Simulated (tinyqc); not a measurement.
Inside a calculation. Method: plane-wave Kohn-Sham cycle with exchange-only LDA in a layered model solid. Computed by tinyqc, a small Python program that keeps every step. Settings: points = 16, plane-wave index or count = 3, electrons = 4, k points = 1, area = 13.0, mixing = 0.1, iteration cap = 68. Command: `OMP_NUM_THREADS=1 python tinyqc.py 27441 27442 out.jsonl` (the two numbers bound the seeds that draw the settings). One thread of a shared host (Intel(R) Xeon(R) Processor @ 2.60GHz), about 0.01 s of CPU time with the checks. Later iterations appear only in the table of the cycle.

## Iteration 1: potential

A solid whose potential varies along x alone (atomic units):
```
parameter                      value
period a                    6.000000
cross-section of the cell  13.000000
electrons per cell                 4
grid points                       16
plane waves -n..n, n               3
k points                           1
V1 in V1 cos(2 pi x/a)     -0.370000
V2 in V2 cos(4 pi x/a)      0.010000
```

density at the start, on the grid x_j = j a/N (e/bohr^3): [0.05128205, 0.05128205, 0.05128205, 0.05128205, 0.05128205, 0.05128205, 0.05128205, 0.05128205, 0.05128205, 0.05128205, 0.05128205, 0.05128205, 0.05128205, 0.05128205, 0.05128205, 0.05128205]

V_H(G) = 4 pi rho(G)/G^2 for G != 0 (uniform background); v_x = -(3 rho/pi)^(1/3); V = V_ext + V_H + v_x; Fourier components f(G_m) = (1/N) sum_j f(x_j) exp(-i G_m x_j).

Potentials on the grid (hartree):
```
x             V_ext       V_H        v_x          V
0.000000  -0.360000  0.000000  -0.365858  -0.725858
0.375000  -0.334764  0.000000  -0.365858  -0.700622
0.750000  -0.261630  0.000000  -0.365858  -0.627487
1.125000  -0.148664  0.000000  -0.365858  -0.514522
1.500000  -0.010000  0.000000  -0.365858  -0.375858
1.875000   0.134522  0.000000  -0.365858  -0.231336
2.250000   0.261630  0.000000  -0.365858  -0.104228
2.625000   0.348906  0.000000  -0.365858  -0.016951
3.000000   0.380000  0.000000  -0.365858   0.014142
3.375000   0.348906  0.000000  -0.365858  -0.016951
3.750000   0.261630  0.000000  -0.365858  -0.104228
4.125000   0.134522  0.000000  -0.365858  -0.231336
4.500000  -0.010000  0.000000  -0.365858  -0.375858
4.875000  -0.148664  0.000000  -0.365858  -0.514522
5.250000  -0.261630  0.000000  -0.365858  -0.627487
5.625000  -0.334764  0.000000  -0.365858  -0.700622
```

V(G_m), m = 0, 1, 2, ... (hartree): [-0.365858, -0.185000, 0.005000, 0.000000, 0.000000, 0.000000, 0.000000]

## Iteration 1: Hamiltonian at one k

k = 0.000000 2 pi / a

H(m,m') = (k + G_m)^2/2 delta + V(G_m - G_m'), with V(-G) = V(G).

H (hartree), order -3, -2, -1, +0, +1, +2, +3:
$$\begin{pmatrix}
4.568944 & -0.185000 & 0.005000 & 0.000000 & 0.000000 & 0.000000 & 0.000000 \\
-0.185000 & 1.827388 & -0.185000 & 0.005000 & 0.000000 & 0.000000 & 0.000000 \\
0.005000 & -0.185000 & 0.182454 & -0.185000 & 0.005000 & 0.000000 & 0.000000 \\
0.000000 & 0.005000 & -0.185000 & -0.365858 & -0.185000 & 0.005000 & 0.000000 \\
0.000000 & 0.000000 & 0.005000 & -0.185000 & 0.182454 & -0.185000 & 0.005000 \\
0.000000 & 0.000000 & 0.000000 & 0.005000 & -0.185000 & 1.827388 & -0.185000 \\
0.000000 & 0.000000 & 0.000000 & 0.000000 & 0.005000 & -0.185000 & 4.568944
\end{pmatrix}$$

## Iteration 1: levels at that k

Diagonalise the Hermitian matrix.

eigenvalues (hartree): [-0.471670, 0.156911, 0.271998, 1.835434, 1.836159, 4.581441, 4.581441]

## Iteration 1: new density

Motion across x is left out: the lowest 2 band(s) hold two electrons at each of the k points (j + 1/2)/nk - 1/2. Residual R = rho(out) - rho(in); rho(new) = rho(in) + 0.1 R. rho(out) = 2/(a A nk) sum |psi|^2 with psi = sum c exp(i G x). Harris energy E = band energy - dV sum rho (V_H/2 + v_x) + (3/4) dV sum rho v_x with rho(in), dV = a A/N, band energy = (2/nk) sum of the filled levels.

rho(out) (e/bohr^3): [0.05746508, 0.06444921, 0.07753832, 0.08187278, 0.07050359, 0.04852439, 0.02594583, 0.01028182, 0.00481585, 0.01028182, 0.02594583, 0.04852439, 0.07050359, 0.08187278, 0.07753832, 0.06444921]

density after iteration 1 (e/bohr^3): [0.05190035, 0.05259877, 0.05390768, 0.05434112, 0.05320420, 0.05100629, 0.04874843, 0.04718203, 0.04663543, 0.04718203, 0.04874843, 0.05100629, 0.05320420, 0.05434112, 0.05390768, 0.05259877]

energy per cell = -0.26366046 hartree

## Iteration 2: potential

As before.

Potentials on the grid (hartree):
```
x             V_ext        V_H        v_x          V
0.000000  -0.360000   0.029669  -0.367322  -0.697653
0.375000  -0.334764   0.029013  -0.368963  -0.674714
0.750000  -0.261630   0.025934  -0.371998  -0.607693
1.125000  -0.148664   0.018352  -0.372992  -0.503304
1.500000  -0.010000   0.005605  -0.370373  -0.374767
1.875000   0.134522  -0.010378  -0.365201  -0.241057
2.250000   0.261630  -0.025869  -0.359731  -0.123970
2.625000   0.348906  -0.036987  -0.355836  -0.043916
3.000000   0.380000  -0.041011  -0.354456  -0.015467
3.375000   0.348906  -0.036987  -0.355836  -0.043916
3.750000   0.261630  -0.025869  -0.359731  -0.123970
4.125000   0.134522  -0.010378  -0.365201  -0.241057
4.500000  -0.010000   0.005605  -0.370373  -0.374767
4.875000  -0.148664   0.018352  -0.372992  -0.503304
5.250000  -0.261630   0.025934  -0.371998  -0.607693
5.625000  -0.334764   0.029013  -0.368963  -0.674714
```

V(G_m), m = 0, 1, 2, ... (hartree): [-0.365748, -0.170785, 0.004550, 0.000230, 0.000042, 0.000008, 0.000001]

## Iteration 2: Hamiltonian at one k

k = 0.000000 2 pi / a

As before.

H (hartree), order -3, -2, -1, +0, +1, +2, +3:
$$\begin{pmatrix}
4.569054 & -0.170785 & 0.004550 & 0.000230 & 0.000042 & 0.000008 & 0.000001 \\
-0.170785 & 1.827498 & -0.170785 & 0.004550 & 0.000230 & 0.000042 & 0.000008 \\
0.004550 & -0.170785 & 0.182564 & -0.170785 & 0.004550 & 0.000230 & 0.000042 \\
0.000230 & 0.004550 & -0.170785 & -0.365748 & -0.170785 & 0.004550 & 0.000230 \\
0.000042 & 0.000230 & 0.004550 & -0.170785 & 0.182564 & -0.170785 & 0.004550 \\
0.000008 & 0.000042 & 0.000230 & 0.004550 & -0.170785 & 1.827498 & -0.170785 \\
0.000001 & 0.000008 & 0.000042 & 0.000230 & 0.004550 & -0.170785 & 4.569054
\end{pmatrix}$$

## Iteration 2: levels at that k

As before.

eigenvalues (hartree): [-0.457691, 0.160431, 0.261025, 1.834387, 1.834922, 4.579704, 4.579706]

## Iteration 2: new density

As before.

rho(out) (e/bohr^3): [0.05558899, 0.06262809, 0.07612752, 0.08144601, 0.07122105, 0.04987606, 0.02722934, 0.01117805, 0.00551158, 0.01117805, 0.02722934, 0.04987606, 0.07122105, 0.08144601, 0.07612752, 0.06262809]

density after iteration 2 (e/bohr^3): [0.05226922, 0.05360170, 0.05612966, 0.05705161, 0.05500589, 0.05089326, 0.04659652, 0.04358163, 0.04252305, 0.04358163, 0.04659652, 0.05089326, 0.05500589, 0.05705161, 0.05612966, 0.05360170]

energy per cell = -0.23087084 hartree

## Convergence

Stop when sqrt(dV sum R^2) is below 1e-8, dV = a A/N.

Course of the cycle:
```
iteration  E (hartree)  norm of the residual
1          -0.26366046              2.34e-01
2          -0.23087084              2.04e-01
3          -0.20737673              1.78e-01
4          -0.19068840              1.56e-01
5          -0.17892459              1.36e-01
6          -0.17068692              1.19e-01
7          -0.16495118              1.05e-01
8          -0.16097690              9.25e-02
9          -0.15823467              8.16e-02
10         -0.15634954              7.23e-02
11         -0.15505795              6.41e-02
...                ...                   ...
58         -0.15236837              4.28e-04
59         -0.15236837              3.85e-04
60         -0.15236838              3.46e-04
61         -0.15236838              3.12e-04
62         -0.15236839              2.80e-04
63         -0.15236839              2.52e-04
64         -0.15236839              2.27e-04
65         -0.15236840              2.04e-04
66         -0.15236840              1.84e-04
67         -0.15236840              1.65e-04
68         -0.15236840              1.49e-04
```

Not converged within 68 iterations: the residual falls steadily but slowly, by a factor of about 0.90 a step. Reruns (cap 100 unless said): mixing 0.5, Kerker q0 1.0: converged in 36 (E = -0.15237); mixing 0.3, Pulay depth 5: converged in 10 (E = -0.15237); the original settings with a cap of 400: converged in 160 (E = -0.15237).
